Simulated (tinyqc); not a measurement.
Worked calculation: Rayleigh-quotient iteration on a symmetric matrix. Computed by tinyqc, a small Python program that keeps every step. Settings: method = rayleigh, shift = 0.26. Command: `OMP_NUM_THREADS=1 python tinyqc.py 20710 20711 out.jsonl` (the two numbers bound the seeds that draw the settings). One thread of a shared host (Intel(R) Xeon(R) Processor @ 2.60GHz), about 0.01 s of CPU time with the checks.

## Step 1

A, lower triangle:
```
,1,2,3,4,5
1,0.708000
2,-0.159000,1.403000
3,0.031000,0.179000,2.100000
4,0.185000,-0.017000,-0.058000,2.108000
5,0.004000,0.060000,-0.052000,-0.023000,2.277000
```

vector v at the start: 0.447214  0.447214  0.447214  0.447214  0.447214

shift = 0.260000

solve (A - shift) w = v; v' = w/|w| with its largest component positive (the first on a tie); lambda = v'^T A v'; the next shift is lambda.

vector after step 1: 0.879480  0.403853  0.147959  0.115251  0.168057

Rayleigh quotient after step 1 = 0.871040

## Step 2

As before.

vector after step 2: 0.971744  0.133147  -0.083095  -0.170875  -0.043396

Rayleigh quotient after step 2 = 0.659596

## Course of the iteration

Stop when the residual |A v - lambda v| is below 1e-9.

Steps:
```
step,lambda,residual
1,0.87104028,5.12e-01
2,0.65959577,1.20e-01
3,0.64762951,1.26e-03
4,0.64762790,2.14e-09
5,0.64762790,1.40e-16
```

all eigenvalues, for comparison: 0.647628  1.390011  2.068502  2.197939  2.291919

Converged in 5 steps.
